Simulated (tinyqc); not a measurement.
# Current crowding under a contact, resistor ladder against the transmission-line model: effect of the contact resistivity

A metal contact of length d and width W on a thin layer of the same width. The metal has no resistance, the sheet resistance under it equals Rsh, and current enters the layer at the front edge x = 0.

Transfer length Lt = sqrt(rc/Rsh); front resistance Rc = (Rsh Lt/W) coth(d/Lt); end resistance Re = (Rsh Lt/W)/sinh(d/Lt).

Values chosen for this exercise:

| symbol | value | unit | meaning |
|---|---|---|---|
| Rsh | 42 | ohm/sq | sheet resistance of the semiconductor layer |
| d | 0.32 | um | contact length |
| W | 1.6 | um | contact width |

Effect of the contact resistivity:

| rc (ohm cm^2) | Lt (um) | d/Lt | Rc W (ohm um) |
|---|---|---|---|
| 2.3e-10 | 0.023401 | 13.674 | 0.98285 |
| 5.1e-10 | 0.034847 | 9.1831 | 1.4636 |
| 1.1e-9 | 0.051177 | 6.2529 | 2.1494 |
| 2.6e-9 | 0.078680 | 4.0671 | 3.3065 |
| 5.8e-9 | 0.11751 | 2.7231 | 4.9783 |
| 1.3e-8 | 0.17593 | 1.8189 | 7.7885 |
| 2.9e-8 | 0.26277 | 1.2178 | 13.154 |
| 6.6e-8 | 0.39641 | 0.80724 | 24.922 |
| 1.5e-7 | 0.59761 | 0.53546 | 51.272 |
| 3.3e-7 | 0.88641 | 0.36101 | 107.57 |

Rc W rises from 0.983 to 108 ohm um, as rc^(0.50) between the first two rows (d/Lt = 14) and rc^(0.94) between the last two (d/Lt = 0.36); a long contact gives the power 1/2 and a short one 1.

Computed by the program tinyqc: `OMP_NUM_THREADS=1 python tinyqc.py 2760157 2760158 out.jsonl`, one thread of a shared Intel Xeon 2.30GHz, about 0.01 s for the whole run.
